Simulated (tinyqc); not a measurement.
Inside a calculation: deep level with several charge states, and Shockley-Read-Hall recombination. Values are carried at full precision from step to step, so a last printed digit may differ when a step is redone from the rounded ones.

Energies from Ev. The defect has charge states 0, -1, -2 with weights 1, gm exp((EF - E1)/kT), exp((2 EF - E1 - E2)/kT); the shares are the weights over their sum. Boltzmann carriers: n = Nc exp((EF - Eg)/kT), p = Nv exp(-EF/kT). Neutrality: p - n + Nd + Nt <q> = 0.

Constants: kB = 8.617333262e-05 eV/K.

Parameters, chosen for this exercise (gap and densities of states near those of Ge at this temperature; not measured data): Eg = 0.603 eV (gap); Nc = 1.89e+19 1/cm^3 (conduction-band density of states); Nv = 9.37e+18 1/cm^3 (valence-band density of states); T = 450 K; E1 = 0.248 eV (level (0/-1) above Ev); E2 = 0.488 eV (level (-1/-2) above Ev); gm = 1 (degeneracy of the middle state, the others 1); Nt = 9.4e+13 1/cm^3 (defects); Nd = -3.7e+13 1/cm^3 (ionised shallow donors minus acceptors); E_try = 0.44 eV (trial Fermi level); Et = 0.248 eV (recombination level above Ev); sn = 1.6e-14 cm^2 (electron capture cross-section); sp_ = 3.7e-16 cm^2 (hole capture cross-section); vth = 15000000 cm/s (thermal velocity, both carriers); Nm = 9.4e+14 1/cm^3 (equilibrium holes for the lifetime steps); dn = 1.2e+16 1/cm^3 (excess pairs).

## Charge states at a trial Fermi level

Form the exponents, the shares, the mean charge and the residual of neutrality at EF = E_try.

exponents of the second and third weights: 4.951  3.713

shares: 0 0.0055, -1 0.7710, -2 0.2236

<q> = -1.2181

n, p (1/cm^3): 2.82e+17  1.11e+14

residual = -2.82e+17 1/cm^3

The residual is negative, so EF must fall.

## The neutral state

Solve for EF.

EF = 0.2875 eV

shares at EF: 0 0.264, -1 0.732, -2 0.004

n = 5.54e+15 1/cm^3
p = 5.64e+15 1/cm^3

Without the defects the majority density would be 5.61e+15 1/cm^3; with them the density of these carriers is 5.64e+15, nearly the same. Most defects are in the state -1.

## Recombination through one level

One level at Et with degeneracy 1: tn = 1/(sn vth Nt), tp = 1/(sp_ vth Nt), n1 = Nc exp((Et - Eg)/kT), p1 = Nv exp(-Et/kT), ni^2 = n1 p1. Equilibrium p0 = Nm, n0 = ni^2/Nm; n = n0 + dn, p = p0 + dn. U = (n p - ni^2)/(tp (n + n1) + tn (p + p1)), lifetime dn/U; emission rates en = sn vth n1, ep = sp_ vth p1.

Evaluate each quantity.

tn, tp (microsecond): 0.04433  1.917

n1, p1 (1/cm^3): 2.00e+15  1.56e+16

U = 6.04e+21 1/(cm^3 s)
lifetime = 1.99 microsecond

The lifetime is 44.853 times the minority capture time tn and 1.01 times tn + tp, the limit of high injection.

## Emission and generation in a depleted region

With n = p = 0 the level generates pairs at G = Nt en ep/(en + ep); generation lifetime tg = ni/G; current density e G W for a width W = 1 micrometre, e = 1.602176634e-19 C.

en, ep (1/s): 4.80e+08  8.68e+07

G = 6.91e+21 1/(cm^3 s)
tg = 0.809 microsecond
current density = 0.111 A/cm^2

The slower step, hole emission, limits the rate: en/ep = 5.52.

## Checks

- U against hole capture minus emission at the steady occupation of the level (1/(cm^3 s)): both 6.036e+21.

(tinyqc, `OMP_NUM_THREADS=1 python tinyqc.py 1681890 1681891 out.jsonl`, Intel(R) Xeon(R) Processor @ 2.30GHz, 1 thread, shared host, about 0.01 s.)
